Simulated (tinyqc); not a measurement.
## Trap density from one capacitance

Question. Traps spread evenly through the insulator exchange electrons with the semiconductor by tunnelling, with tau(x) = t0 exp(2 ka x) at depth x from the interface. The admittance per area Y seen at depth x obeys dY/dx = -Y^2/(i w eps0 eox) + q Nb ln(1 + i w tau)/tau, with Y(0) = i w Cs and w = 2 pi f; the gate sees Y(tox) = G + i w C. Working variable y = Y/(i w), in uF/cm^2. Cox = eps0 eox/tox. Find Nb and G/w.

Values chosen for this exercise: relative permittivity of the insulator eox = 21.4; insulator thickness tox = 9.5 nm; semiconductor capacitance in accumulation Cs = 1.9 uF/cm^2; decay constant of the wave function in the insulator ka = 5.5 1/nm; time constant of a trap at the interface t0 = 5e-11 s; frequency f = 100 Hz.

Constants: q = 1.602176634e-19 C, eps0 = 8.8541878128e-14 F/cm where lengths are in cm. Results are converted to the units shown.

C = 1.0348981 uF/cm^2

Solution. C rises steadily with Nb, so one density matches; in practice ka and t0 must come from the frequency dependence.

Nb = 7.90e18 cm^-3 eV^-1
G/w = 0.00591 uF/cm^2

Numbers from tinyqc (`OMP_NUM_THREADS=1 python tinyqc.py 2202005 2202006 out.jsonl`; about 0.5 s on one thread of a shared Intel Xeon 2.30GHz).
